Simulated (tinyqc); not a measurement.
Inside a calculation. Method: MP2 on RHF in the sto-3g basis, for H2, spin multiplicity 1. One step of it, computed by the program tinyqc.

Question. Second-order Moller-Plesset energy. E2 = sum_ijab (ia|jb) [2 (ia|jb) - (ib|ja)] / (e_i + e_j - e_a - e_b) over occupied i, j and virtual a, b; the opposite-spin part is (ia|jb)^2 / denominator, the rest is same-spin, and SCS-MP2 scales them by 6/5 and 1/3.

orbital energies (hartree): MO1 -0.603745, MO2 0.735837

Two-electron integrals over orbitals (pq|rs), unique and non-zero (hartree):
```
(11|11) 0.686011   (21|21) 0.177971   (22|11) 0.674113   (22|22) 0.708708
```

Hartree-Fock energy = -1.11644227 hartree

Give: Terms; Pair energies; MP2 correlation energy; SCS-MP2 correlation energy; MP2 total energy.

Answer.

Terms:
```
i  j  a  b  (ia|jb)  (ib|ja)  denominator     term
1  1  2  2   0.1780   0.1780      -2.6792  -0.0118
```

Pair energies (hartree; pair i-j sums ij and ji):
```
pair  opposite spin  same spin
1-1         -0.0118     0.0000
```

MP2 correlation energy = -0.011822 hartree

SCS-MP2 correlation energy = -0.014187 hartree

MP2 total energy = -1.128264 hartree
